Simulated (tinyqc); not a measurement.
# Undoped symmetric double-gate MOSFET, analytic potential model: two studies

An undoped body of thickness ts between two equal insulators and tied gates; long channel, electrons only, n = ni exp((psi - V)/Vt) with V the quasi-Fermi potential (0 at the source, Vd at the drain), constant mobility, no quantisation. Across the body psi(x) = V - 2 Vt ln[(ts/(2 beta)) sqrt(q ni/(2 eps0 eps_r Vt)) cos(2 beta x/ts)], x from the centre. Q is the electron charge per area of the whole body.

Inputs (values chosen for the exercise); material values close to those of silicon: temperature T = 300 K; band gap Eg = 1.13 eV; relative permittivity of the semiconductor eps_r = 11.5; conduction-band density of states at T Nc = 2.82e19 cm^-3; valence-band density of states at T Nv = 2.7e19 cm^-3; relative permittivity of the gate insulator eox = 25.7; insulator thickness tox = 7.4 nm; body thickness ts = 8 nm; gate work function less that of the intrinsic body dphi = 0.17 V; channel mobility mu = 250 cm^2/(V s); gate length L = 1 um; drain voltage Vd = 0.05 V.

Constants: q = 1.602176634e-19 C, kB = 1.380649e-23 J/K, Vt = kB T/q, eps0 = 8.8541878128e-14 F/cm where lengths are in cm. Results are converted to the units shown.

Each table varies one quantity; the others keep the values above.

## Transfer curve and volume inversion

ni = sqrt(Nc Nv) exp(-Eg/(2 Vt)), Eg in volts; r = eps_r tox/(eox ts); V0 = dphi + 2 Vt ln[(2/ts) sqrt(2 eps0 eps_r Vt/(q ni))]. beta (between 0 and pi/2) solves (Vg - V0 - V)/(2 Vt) = ln(beta) - ln(cos beta) + 2 r beta tan(beta). Q = 8 eps0 eps_r Vt beta tan(beta)/ts; I = mu (1/L)(4 eps0 eps_r/ts)(2 Vt)^2 [g(beta_s) - g(beta_d)] per width, g = beta tan(beta) - beta^2/2 + r beta^2 tan^2(beta), with beta_s at V = 0 and beta_d at V = Vd. The drop is psi(surface) - psi(centre) at the source end; C = dQs/dVg, Cg = 2 eps0 eox/tox; gm = dI/dVg.

Result of one run:

| Vg (V) | Qs (nC/cm^2) | drop (mV) | C/Cg | I (uA/um) | gm/I (1/V) |
|---|---|---|---|---|---|
| 1.07 | 1847.7 | 85.186 | 0.85727 | 21.460 | 3.0392 |

What becomes of these results when the gate voltage Vg is changed from 1.07 to 0.81 V, all else the same?

Result of the changed run:

| Vg (V) | Qs (nC/cm^2) | drop (mV) | C/Cg | I (uA/um) | gm/I (1/V) |
|---|---|---|---|---|---|
| 0.81 | 585.04 | 41.720 | 0.68308 | 6.0454 | 8.2248 |

The whole series:

| Vg (V) | Qs (nC/cm^2) | drop (mV) | C/Cg | I (uA/um) | gm/I (1/V) |
|---|---|---|---|---|---|
| 0.37 | 0.0026114 | 2.5646e-4 | 1.6424e-5 | 1.4438e-5 | 38.681 |
| 0.46 | 0.084817 | 0.0083294 | 5.3307e-4 | 4.6908e-4 | 38.665 |
| 0.55 | 2.6942 | 0.26414 | 0.016553 | 0.015046 | 38.162 |
| 0.63 | 42.138 | 4.0303 | 0.19414 | 0.26751 | 31.725 |
| 0.72 | 247.20 | 20.940 | 0.51903 | 2.1841 | 15.656 |
| 0.81 | 585.04 | 41.720 | 0.68308 | 6.0454 | 8.2248 |
| 0.9 | 989.95 | 59.662 | 0.77194 | 10.917 | 5.2908 |
| 0.98 | 1382.6 | 72.846 | 0.82079 | 15.722 | 3.9476 |
| 1.07 | 1847.7 | 85.186 | 0.85727 | 21.460 | 3.0392 |

The current rises from 1.44e-5 to 21.5 uA/um. In the first row gm/I is 38.7 1/V, within 0.01 % of 1/Vt: with no depletion charge the whole body follows the gate, and the swing is ideal. The drop between surface and centre goes from 2.6e-4 to 85.2 mV and passes Vt at Vg = 0.81 V among the rows; below that the density varies across the body by less than a factor of e (volume inversion). C reaches 0.86 of Cg in the last row. For Vg = 0.81 to 1.07 V the surface density at the source passes 0.3 Nc, where Boltzmann statistics fail.

## Output curve

Same model as above.

In this table Vg = 1.37 V.

Results:

| Vd (V) | Qd (nC/cm^2) | Qd/Qs | I (uA/um) |
|---|---|---|---|
| 0.14 | 2713 | 0.7763 | 108.6 |
| 0.26 | 2060 | 0.5896 | 180.1 |
| 0.39 | 1383 | 0.3957 | 235.9 |
| 0.63 | 314.0 | 0.08987 | 285.1 |
| 0.75 | 31.41 | 0.008991 | 289.5 |
| 0.88 | 0.2702 | 7.734e-5 | 289.7 |
| 1 | 0.002611 | 7.473e-7 | 289.7 |
| 1.12 | 2.517e-5 | 7.205e-9 | 289.7 |

Estimate the missing row, Vd = 0.51 V.

Computed row:

| Vd (V) | Qd (nC/cm^2) | Qd/Qs | I (uA/um) |
|---|---|---|---|
| 0.51 | 804.0 | 0.2301 | 268.6 |

With this row back in the table: The current rises from 109 to 290 uA/um, while the charge at the drain end falls from 0.78 to 7.2e-9 of that at the source. The current first comes within 1 % of its last value at Vd = 0.75 V among the rows. Over the last rows Qd falls by a factor of e for each Vt of drain voltage: the drain end is in weak inversion. In every row the surface density at the source passes 0.3 Nc, where Boltzmann statistics fail.

Numbers from tinyqc (`OMP_NUM_THREADS=1 python tinyqc.py 2440134 2440135 out.jsonl`; about 0.03 s on one thread of a shared Intel Xeon 2.30GHz).
